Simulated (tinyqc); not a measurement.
Two-band k.p model of the Delta valleys near the X point under shear strain: one step. Position, depth and masses of the minimum. Two cases, with inputs chosen for the exercise.

Question. For |eta| < 1: k_min = k0 sqrt(1 - eta^2), E_min = -Delta eta^2/2, ml(eta) = ml/(1 - eta^2), 1/m[110] = 1/mt + eta/Mp, 1/m[1-10] = 1/mt - eta/Mp. For |eta| > 1 the minimum sits at X: E_min = -Delta (2 |eta| - 1)/2, ml(eta) = ml/(1 - 1/|eta|), and eta is replaced by its sign in the transverse masses.

Give: k_min; E_min; ml(eta); masses along [110] and [1-10].

Case 1.

Values chosen (out of a larger set: near those of Si; not measured data): ml = 0.933 m0 (longitudinal mass); mt = 0.202 m0 (transverse mass); Mp = 0.244 m0 (coupling mass).

k0 = 0.1654688 1/angstrom
Delta = 0.2236163 eV
eta = 0.517046

Answer.

k_min = 0.1416 1/angstrom
E_min = -29.89 meV
ml(eta) = 1.273 m0

masses along [110] and [1-10] (m0): [0.1415, 0.3532]

The minimum has moved 14.4 % of the way to X; electrons are lighter along [110] (-30.0 % against mt) and heavier across (+74.8 %).

Case 2.

Values chosen (out of a larger set: near those of Si; not measured data): ml = 0.893 m0 (longitudinal mass); mt = 0.202 m0 (transverse mass); Mp = 0.237 m0 (coupling mass).

k0 = 0.1680616 1/angstrom
Delta = 0.2410119 eV
eta = -0.493918

Answer.

k_min = 0.1461 1/angstrom
E_min = -29.40 meV
ml(eta) = 1.181 m0

masses along [110] and [1-10] (m0): [0.3489, 0.1422]

The minimum has moved 13.0 % of the way to X; electrons are lighter along [1-10] (-29.6 % against mt) and heavier across (+72.7 %).

Computed by tinyqc, one run a case: `OMP_NUM_THREADS=1 python tinyqc.py N N+1 out.jsonl` with N = 1050045, 1050078; one thread of a shared Intel(R) Xeon(R) Processor @ 2.30GHz, about 0.01 s a run at most.
